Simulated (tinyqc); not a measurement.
# Worked calculation: thin film between two gates, subbands and threshold shift from confinement

Program tinyqc, `OMP_NUM_THREADS=1 python tinyqc.py 2350157 2350158 out.jsonl`; Intel Xeon 2.30GHz, shared host, one thread, about 0.1 s. Printed values are rounded.

Undoped body with a flat potential across it, hard walls, transport along x. Three valley pairs (g = 2 each) with the longitudinal mass along x, y or z. Non-parabolicity enters the subband edges through E (1 + al E) = gamma, so E = 2 gamma/(1 + sqrt(1 + 4 al gamma)); motion within a subband is taken as parabolic with the band-edge mass. Energies are counted from the bulk band edge.

Values chosen for this exercise; masses close to those of silicon: temperature T = 77 K; longitudinal mass ml = 0.919 m0; transverse mass mt = 0.19 m0; non-parabolicity al = 0.5 1/eV; film thickness (along z) t = 8.9 nm; widening of the box by penetration into the insulator dl = 0 nm.

Constants: q = 1.602176634e-19 C, kB = 1.380649e-23 J/K, hbar = 1.054571817e-34 J s, m0 = 9.1093837015e-31 kg, Vt = kB T/q, hbar^2/(2 m0) = 0.0380998212 eV nm^2. Results are converted to the units shown.

## Lowest subbands

gamma = C (pi k/(t + dl))^2/mz, C = hbar^2/(2 m0). List the 5 lowest, labelled by valley axis and quantum numbers, with degeneracy g and N_k: N_k = g sqrt(mx my) m0 kB T/(pi hbar^2).

```
subband    E_k (eV)  g  N_k (cm^-2)
z1       0.00515240  2   1.05328e12
z2        0.0204535  2   1.05328e12
x1        0.0246810  2   2.31646e12
y1        0.0246810  2   2.31646e12
z3        0.0454579  2   1.05328e12
```

## Threshold shift

Each subband has N_k = g sqrt(mx my) m0 kB T/(pi hbar^2); without degeneracy n = exp(EF/Vt) sum N_k exp(-E_k/Vt). Classical value Nc times t, Nc = sum over valleys of 2 g (m m0 kB T/(2 pi hbar^2))^1.5 with m = (mx my mz)^(1/3). Threshold shift dVT = Vt ln(classical value/sum N_k exp(-E_k/Vt)). Use the subbands listed.

shares, subband z1 to z3 (%): 74.9754  7.4720  8.6900  8.6900  0.1725
sum N_k exp(-E_k/Vt) = 6.46237e11 cm^-2
Nc = 3.56606e18 cm^-3
classical value = 3.17379e12 cm^-2
dVT = 10.5603 mV

With all subbands dVT = 10.56 mV. The lowest edge lies at 5.15 meV; dVT is larger than that, since sum N_k exp(-(E_k - E_1)/Vt) falls short of the classical value.
